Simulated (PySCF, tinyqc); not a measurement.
FCI on RHF in the sto-6g basis, for H3-, spin multiplicity 1, step by step. The basis has no diffuse functions, so it cannot describe the extra electron: this is an exercise in the method, not the real anion. The lowest restricted solution is unstable here: a spin-polarised one lies 0.0005 hartree lower (PySCF). One step of it, computed by the program tinyqc.

Problem. Integrals over molecular orbitals. (pq|rs) = sum C_ip C_jq C_kr C_ls (ij|kl), one index at a time.

coefficients C:
```
            MO1        MO2        MO3
1H 1s  0.511669  -0.000034   1.229725
2H 1s  0.351893   0.900114  -0.719328
3H 1s  0.352010  -0.899952  -0.719575
```

core Hamiltonian H = T + V (hartree):
```
           1H 1s      2H 1s      3H 1s
1H 1s  -1.579867  -1.052276  -1.052400
2H 1s  -1.052276  -1.457212  -0.745942
3H 1s  -1.052400  -0.745942  -1.457264
```

Two-electron integrals (ij|kl) in chemists' order, unique and non-zero (hartree):
```
(11|11) 0.774999   (21|11) 0.351334   (21|21) 0.197301   (22|11) 0.507255
(22|21) 0.351334   (22|22) 0.774999   (31|11) 0.351386   (31|21) 0.170151
(31|22) 0.260245   (31|31) 0.197352   (32|11) 0.208509   (32|21) 0.121676
(32|22) 0.223677   (32|31) 0.121689   (32|32) 0.089033   (33|11) 0.507290
(33|21) 0.260225   (33|22) 0.415333   (33|31) 0.351386   (33|32) 0.223677
(33|33) 0.774999
```

Give: one-electron integrals over orbitals h = C^T H C; Two-electron integrals over orbitals.

Solution.

one-electron integrals over orbitals h = C^T H C (hartree):
```
        1       2       3
1  -1.717   0.000  -0.014
2   0.000  -1.152   0.000
3  -0.014   0.000  -0.946
```

Two-electron integrals over orbitals (pq|rs), unique and non-zero (hartree):
```
(11|11) 0.596       (21|11) -2.71e-05   (21|21) 0.137       (22|11) 0.545
(22|21) 3.97e-05    (22|22) 0.622       (31|11) 0.048       (31|21) 1.26e-05
(31|22) -0.072      (31|31) 0.145       (32|11) 1.90e-05    (32|21) -0.110
(32|22) -3.13e-05   (32|31) -2.05e-05   (32|32) 0.107       (33|11) 0.592
(33|21) -3.13e-05   (33|22) 0.525       (33|31) 0.088       (33|32) 2.22e-05
(33|33) 0.634
```
